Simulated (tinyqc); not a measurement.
# Bulk resistivity and mean free path from two films

Question. In the thick-film limit single-crystal films obey rho = rho0 (1 + 3 (1 - ps) lam/(8 d)). Find rho0, lam and the product rho0 lam.

Inputs (values chosen for the exercise):
```
symbol  value  unit                               meaning
ps          0        specular share of surface scattering
```

rho at d = 76 and 300 nm (uohm cm): [2.0004293, 1.7537087]

Solution. rho is a straight line in 1/d: the intercept is rho0 and the slope (3/8)(1 - ps) rho0 lam. Without ps only the product (1 - ps) lam could be found.

rho0 = 1.670 uohm cm
lam = 40.10 nm
rho0 lam = 66.97 uohm cm nm

Computed by the program tinyqc: `OMP_NUM_THREADS=1 python tinyqc.py 2100016 2100017 out.jsonl`, one thread of a shared Intel Xeon 2.30GHz, about 0.01 s for the whole run.
